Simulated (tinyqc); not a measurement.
# Chip with leakage that grows with temperature, electro-thermal loop and runaway, step by step

Computed by the program tinyqc: `OMP_NUM_THREADS=1 python tinyqc.py 2520018 2520019 out.jsonl`, one thread of a shared Intel Xeon 2.30GHz, about 0.01 s for the whole run. Printed values are rounded.

One temperature T for the device, T = T0 + Rth P(T), with P(T) = Pd + Pl (T/300 K)^2 exp[(q Ea/kB)(1/(300 K) - 1/T)]. The loop gain is Rth dP/dT; a solution is thermally stable when it is below one.

Values chosen for this exercise: ambient temperature T0 = 340 K; temperature-independent switching power Pd = 33 W; leakage power at 300 K Pl = 0.333 W; activation energy of the leakage Ea = 0.5 eV; thermal resistance Rth = 0.56 K/W.

Constants: q = 1.602176634e-19 C, kB = 1.380649e-23 J/K. Results are converted to the units shown.

## Iteration 1: temperature by substitution

T at the start = 340 K

P(T) = Pd + Pl (T/300 K)^2 exp[(q Ea/kB)(1/(300 K) - 1/T)]; T(new) = T0 + Rth P(T).

P = 37.16247 W
T after iteration 1 = 360.8110 K

## Iteration 2: temperature by substitution

As before.

P = 45.54390 W
T after iteration 2 = 365.5046 K

## Course of the iteration: temperature by substitution

Stop when T changes by less than 1e-6 K, or after 200 iterations.

Course of the iteration:
```
iteration     T (K)  |change| (K)
1          360.8110          20.8
2          365.5046          4.69
3          367.3420          1.84
4          368.1710         0.829
5          368.5673         0.396
6          368.7618         0.194
7          368.8585        0.0967
8          368.9068        0.0483
9          368.9311        0.0243
...             ...           ...
16         368.9554       1.98e-4
17         368.9555       9.95e-5
18         368.9555       5.01e-5
19         368.9556       2.52e-5
20         368.9556       1.27e-5
21         368.9556       6.39e-6
22         368.9556       3.21e-6
23         368.9556       1.62e-6
24         368.9556       8.14e-7
```

Converged in 24 iterations. At the end each change is about 0.50 times the one before: linear convergence.

## Loop gain and effective thermal resistance

converged T = 368.9556 K

P(T) = Pd + Pl (T/300 K)^2 exp[(q Ea/kB)(1/(300 K) - 1/T)]; P'(T) = (P - Pd)(2/T + q Ea/(kB T^2)); G = Rth P'. A small change of T0 changes T by 1/(1 - G) times as much.

P = 51.70641 W
G = 0.5032913
dT/dT0 = 2.013253

The feedback is positive: heating raises the power. A second, unstable solution lies at 399.7 K; above it the temperature runs away.
